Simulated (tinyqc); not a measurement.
p-n diode, drift-diffusion by the Gummel loop with Scharfetter-Gummel fluxes: two steps of the calculation.

Abrupt junction at x = 0, p side from -Lp, n side to Ln, ohmic contacts. psi is counted from the intrinsic level; n = ni exp((psi - phin)/Vt), p = ni exp((phip - psi)/Vt). Contacts: p side psi = V - Vt ln(Na/ni), p = Na, n = ni^2/Na; n side psi = Vt ln(Nd/ni), n = Nd, p = ni^2/Nd. Constant mobilities, D = mu Vt, Boltzmann statistics, SRH recombination through a mid-gap level, U = (n p - ni^2)/(tp (n + ni) + tn (p + ni)). Current is positive from the p contact to the n contact.

Parameters, values chosen for the exercise; band and dielectric values close to those of cadmium telluride: temperature T = 300 K; acceptor density of the p side Na = 1.2e17 cm^-3; donor density of the n side Nd = 3.4e15 cm^-3; electron mobility mun = 810 cm^2/(V s); hole mobility mup = 68 cm^2/(V s); SRH lifetime of electrons tn = 9e-9 s; SRH lifetime of holes tp = 6e-9 s; uniform generation rate G = 0 cm^-3 s^-1.

Constants: q = 1.602176634e-19 C, kB = 1.380649e-23 J/K, Vt = kB T/q. Results are converted to the units shown.

Question 1. Electron continuity. With psi and p held, F_i = (mun Vt/h_i) [n_(i+1) B(d_i) - n_i B(-d_i)], d_i = (psi_(i+1) - psi_i)/Vt, B(d) = d/(exp(d) - 1); solve F_i - F_(i-1) = w_i [(n_i p_i - ni^2)/den_i - G] for the new n, with den = tp (n + ni) + tn (p + ni) taken at the old n and p, h_i = x_(i+1) - x_i, w_i = (h_(i-1) + h_i)/2; phin = psi - Vt ln(n/ni).

x, node 0 to 12 (nm): [-720, -479, -311, -194, -111, -54.1, -14, 14, 72.5, 195, 450, 984, 2100]
ni = 7.8763006e5 cm^-3
psi, node 0 to 12 (V): [-0.06567566, -0.06567566, -0.06567566, -0.06567539, -0.06565643, -0.06501317, -0.05408460, 0.02688249, 0.16577506, 0.38944413, 0.56496149, 0.57346400, 0.57354647]
n after Poisson, node 0 to 12 (cm^-3): [5.1696759e-6, 62089.718, 62089.722, 62090.377, 62135.936, 63701.418, 97216.743, 2.2280673e6, 4.7997725e8, 2.7459693e12, 2.4392575e15, 3.3891715e15, 3.4e15]
p after Poisson, node 0 to 12 (cm^-3): [1.2e17, 1.2000000e17, 1.1999999e17, 1.1999873e17, 1.1991074e17, 1.1696390e17, 7.6640771e16, 3.3440490e15, 1.5523165e13, 2.7133465e9, 3.0545221e6, 2.1984034e6, 1.8245915e-4]

Find: new n; phin after round 1.

Answer 1.

new n, node 0 to 12 (cm^-3): [5.1697e-6, 21203, 36022, 46375, 53776, 60254, 96402, 2.2269e6, 4.7994e8, 2.7460e12, 2.4393e15, 3.3892e15, 3.4000e15]
phin after round 1, node 0 to 12 (V): [0.60000, 0.02778, 0.01408, 0.00754, 0.00374, 0.00144, 0.00022, 0.00001, 0.00000, 0.00000, 0.00000, 0.00000, 0.00000]

Question 2. Recombination and current. U_i as defined. J = Jn at the p contact + Jp at the n contact + q sum w_i U_i - q G sum w_i over the inner nodes, which avoids differences of large majority fluxes: Jn = (q mun Vt/h_0)[n_1 B(d_0) - n_0 B(-d_0)], Jp = (q mup Vt/h_last)[p_(N-1) B(d_last) - p_N B(-d_last)], d_i = (psi_(i+1) - psi_i)/Vt, B(d) = d/(exp(d) - 1), w_i = (h_(i-1) + h_i)/2.

x, node 0 to 12 (nm): [-720, -479, -311, -194, -111, -54.1, -14, 14, 72.5, 195, 450, 984, 2100]
ni = 7.8763006e5 cm^-3
converged psi, node 0 to 12 (V): [-0.06567566, -0.06567566, -0.06567566, -0.06567539, -0.06565643, -0.06501317, -0.05408460, 0.02688249, 0.16577506, 0.38944413, 0.56496149, 0.57346400, 0.57354647]
converged n, node 0 to 12 (cm^-3): [5.1696759e-6, 21202.994, 36022.159, 46374.949, 53776.081, 60254.384, 96402.031, 2.2268855e6, 4.7994299e8, 2.7459676e12, 2.4392575e15, 3.3891715e15, 3.4e15]
converged p, node 0 to 12 (cm^-3): [1.2e17, 1.2000000e17, 1.1999999e17, 1.1999873e17, 1.1991074e17, 1.1696390e17, 7.6640771e16, 3.3440490e15, 1.5523160e13, 2.7064556e9, 2.9303919e6, 1.1962515e6, 1.8245915e-4]

Find: U; Jn at the p contact; Jp at the n contact; recombination; generation; J.

Answer 2.

U, node 0 to 12 (cm^-3 s^-1): [0, 2.3559e12, 4.0025e12, 5.1528e12, 5.9751e12, 6.6949e12, 1.0711e13, 2.4743e14, 5.3326e16, 4.5041e17, 4.8840e14, 1.9938e14, 0]
Jn at the p contact = 2.9517e-9 A/cm^2
Jp at the n contact = 3.0142e-9 A/cm^2
recombination = 1.4453e-6 A/cm^2
generation = 0 A/cm^2
J = 1.4513e-6 A/cm^2

tinyqc, about 0.2 s, one thread, Intel Xeon 2.30GHz (shared host): `OMP_NUM_THREADS=1 python tinyqc.py 2240145 2240146 out.jsonl`
